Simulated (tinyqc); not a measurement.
Worked calculation: collinear exchange A + BC -> AB + C on a London-Eyring-Polanyi-Sato surface: saddle, string of images and rate. Computed by tinyqc, a small Python program that keeps every step. Command: `OMP_NUM_THREADS=1 python tinyqc.py 3114129 3114130 out.jsonl leps walk`. One thread of a shared host (Intel(R) Xeon(R) Processor @ 2.30GHz), about 0.6 s of CPU time with the checks. Intermediate numbers are printed to about 5 digits and carried at full precision; extremes and crossings named in words are read from the listed rows.

x = r(AB), y = r(BC), r(AC) = x + y. V is counted from separated atoms, the barrier from A + BC, that is V + D(BC).

Inputs (values chosen for the exercise, bond data loosely for abstraction of hydrogen from a Ge-H bond by a hydrogen atom; the barrier is not fitted): D(AB) = 4.79 eV; r0(AB) = 0.742 angstrom; beta(AB) = 1.94 1/angstrom; D(BC) = 3.63 eV; r0(BC) = 1.53 angstrom; beta(BC) = 1.45 1/angstrom; D(AC) = 3.67 eV; r0(AC) = 1.53 angstrom; beta(AC) = 1.45 1/angstrom; Sato parameter S = 0.037; step of the string = 0.2 angstrom^2/eV.

## One point of the surface

For each pair, with u = exp(-beta (r - r0)): Q = D [(3 + S) u^2 - (2 + 6 S) u]/(4 (1 + S)), J = D [(1 + 3 S) u^2 - (6 + 2 S) u]/(4 (1 + S)); V = Q1 + Q2 + Q3 - sqrt(((J1 - J2)^2 + (J2 - J3)^2 + (J3 - J1)^2)/2). Take x = r0(AB) + 0.3 and y = r0(BC) + 0.1 angstrom.

Pair terms:
```
pair        u    Q (eV)   J (eV)
AB    0.55878  -0.33875  -3.5188
BC    0.86502   0.30664  -3.8705
AC    0.19092  -0.27740  -0.9902
```

V = -3.0311 eV

## Relaxing the string

String of 9 images between the fixed ends (r0(AB) + 2, r0(BC)) and (r0(AB), r0(BC) + 2), started on the two straight legs through (r0(AB) + 0.3, r0(BC) + 0.3): each iteration moves the inner images by -step x gradient (central differences) and spaces them evenly again along the broken line (coordinates are kept between 0.2 and 8 angstrom); stop when no coordinate changes by more than 1e-5 angstrom, at most 400 iterations.

Course:
```
iteration  highest inner image above A + BC (eV)  largest move (angstrom)
1                                         12.169                   0.6516
2                                          3.098                   7.7596
3                                          3.117                   3.7437
4                                          3.008                   0.7872
5                                          2.900                   0.5367
6                                          2.774                   0.5710
7                                          2.576                   0.5172
...                                          ...                      ...
394                                        1.000                   0.6820
395                                       11.603                   0.8110
396                                        3.091                   6.8951
397                                        3.122                   3.7186
398                                        3.030                   0.5798
399                                        2.933                   0.8554
400                                        2.777                   0.6794
```

Images at the end:
```
image  x (angstrom)  y (angstrom)  V + D(BC) (eV)
0            2.7420        1.5300          0.0348
1            4.1710        1.4839          0.0204
2            5.5878        1.6676          0.1191
3            7.0087        1.5743          0.0141
4            6.2914        2.1802          1.3528
5            4.8953        2.4874          2.0450
6            3.4932        2.7672          2.5281
7            2.0983        3.0777          2.7768
8            0.7420        3.5300         -1.1023
```

last move = 0.67940 angstrom

Not converged in 400 iterations: the residual wanders without falling. The step exceeds 2/k = 0.055 angstrom^2/eV for the stiffer bond (k = 2 D beta^2), the limit of plain descent.

Reruns converge with step of the string = 0.01; or with step of the string = 0.02.

Checks made by the program: V for A far away against -D(BC) (relative difference below 1e-10).
